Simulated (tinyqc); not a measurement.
# Worked calculation: read current of a NAND string, cells in series solved by shooting

Numbers from tinyqc (`OMP_NUM_THREADS=1 python tinyqc.py 2142006 2142007 out.jsonl`; about 0.6 s on one thread of a shared Intel Xeon 2.30GHz). Printed values are rounded.

Cells in series, numbered from 0 at the source line (0 V) to the bit line, each followed by a gap resistance Rg. A cell with gate Vg, threshold VT, source Vs and drain Vd passes I = 2 nf K Vt^2 [F(Vs) - F(Vd)]/(1 + th max(Vg - VT, 0)), F(V) = ln^2(1 + exp((Vg - VT - nf V)/(2 nf Vt))). The selected cell has Vg = Vr, the others Vg = Vp.

Inputs (values chosen for the exercise); values of the order met in vertical NAND strings:
- T = 300 K (temperature)
- K = 6.2 uA/V^2 (gain factor of a cell)
- nf = 2.1 (slope factor)
- th = 0.2 1/V (mobility reduction factor)
- Rg = 26 kohm (resistance of the gap between cells)
- Vbl = 0.3 V (bit-line voltage)
- Vp = 6.5 V (pass voltage)
- Vr = 2.14 V (read voltage on the selected word line)

Constants: q = 1.602176634e-19 C, kB = 1.380649e-23 J/K, Vt = kB T/q. Results are converted to the units shown.

## Step 1: node voltages for a trial current

first trial current = 0.35 uA
thresholds from the source end, cell 0 to 4 (V): -0.8  0.7  3.1  3.1  -0.8

For a trial current I start at 0 V and, cell by cell (the selected one is cell 1), solve for the drain: sqrt(F(Vd)) = sqrt(F(Vs) - I/k), k = 2 nf K Vt^2/(1 + th max(Vg - VT, 0)), Vd = [Vg - VT - 2 nf Vt ln(exp(sqrt F) - 1)]/nf, then add I Rg.

node voltage after each cell and gap, trial 1, cell 0 to 4 (V): 0.0281758  0.0922288  0.131200  0.170969  0.200138

## Step 2: node voltages for a trial current

second trial current = 0.44 uA

As before.

node voltage after each cell and gap, trial 2, cell 0 to 4 (V): 0.0354380  0.117668  0.167411  0.218503  0.255563

## Course of the secant iteration

Secant steps on the end voltage less Vbl, from the two trials; a trial above the saturation current of a cell has no solution and is moved halfway to the previous trial. Stop below 1e-9 V.

Course of the iteration:
```
iteration    I (uA)  end voltage - Vbl (V)  halvings
1          0.512158                1.45e-3         0
2          0.509877               -2.13e-5         0
3          0.509910               -1.03e-8         0
4          0.509910               7.26e-14         0
```

Converged in 4 iterations to I = 0.50991 uA. The selected cell takes 27.9 % of the bit-line voltage and the gaps together 22.1 %.
